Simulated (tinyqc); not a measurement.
CMOS inverter, nodal equation and switching: one step of the calculation.

An n-channel pull-down (bn, VTn) and a p-channel pull-up (bp, VTp) share the input Vin and the output node Vout, which carries the load C. Transistor (EKV form, voltages against the body): I = 2 n b Vt^2 [F(vp - Vs) - F(vp - Vd)] from drain to source, F(v) = ln^2(1 + exp(v/(2 Vt))), vp = (Vg - VT + sg |Vd - Vs|)/n. n-channel bodies are at 0; for the p-channel device all voltages are counted down from Vdd. b in uA/V^2 gives I in uA. Static: In = Ip. Transient: C dVout/dt = Ip - In. No velocity saturation, no gate capacitance beyond C.

Question. One time step of the falling output. The input steps to Vdd at t = 0; I = In - Ip. Trapezoidal rule: V(new) = V - (dt/C)[I(V) + I(V(new))]/2, solved for V(new); 1 ps uA/fF = 1 mV.

Parameters, values chosen for the exercise:
- T = 300 K (temperature)
- Vdd = 0.8 V (supply voltage)
- n = 1.35 (slope factor)
- sg = 0.037 (drain-induced barrier lowering)
- VTn = 0.27 V (n-channel threshold)
- VTp = 0.45 V (p-channel threshold (magnitude))
- bn = 260 uA/V^2 (gain factor of the pull-down transistor)
- bp = 340 uA/V^2 (gain factor of the pull-up transistor)
- C = 0.52 fF (load capacitance)
- dt = 2 ps (time step)

Constants: q = 1.602176634e-19 C, kB = 1.380649e-23 J/K, Vt = kB T/q. Results are converted to the units shown.

Vout after step 1 = 0.68488734 V

Give: I(V); I(V(new)); Vout after step 2.

Answer.

I(V) = 29.701 uA
I(V(new)) = 29.253 uA
Vout after step 2 = 0.57151 V

Program tinyqc, `OMP_NUM_THREADS=1 python tinyqc.py 2340120 2340121 out.jsonl`; Intel Xeon 2.30GHz, shared host, one thread, about 0.04 s.
